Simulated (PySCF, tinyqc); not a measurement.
Worked calculation: CIS on RHF in the sto-6g basis, for H3-, spin multiplicity 1. The basis has no diffuse functions, so it cannot describe the extra electron: this is an exercise in the method, not the real anion. The lowest restricted solution is unstable here: a spin-polarised one lies 0.0045 hartree lower (PySCF). One step of it, computed by the program tinyqc.

Question. CIS singlet states. Diagonalise A (1 hartree = 27.211386 eV); each vector has its largest component positive (the first on a tie). The transition dipole is mu = sqrt2 sum c_ia <i|r|a>.

CIS matrix A, singlet (hartree):
```
           1>3        2>3
1>3   0.743471  -0.000004
2>3  -0.000004   0.312438
```

dipole integrals <i|r|a> (bohr):
```
            x          y          z
1>3  0.000000  -0.624378  -0.650348
2>3  0.000000   0.724859  -0.695824
```

Give: singlet excitation energies; lowest vectors; oscillator strengths 2/3 w |mu|^2.

Answer.

singlet excitation energies (eV): 8.502  20.231

lowest vectors:
```
     state 1  state 2
1>3    0.000    1.000
2>3    1.000    0.000
```

oscillator strengths 2/3 w |mu|^2: 0.421  0.806
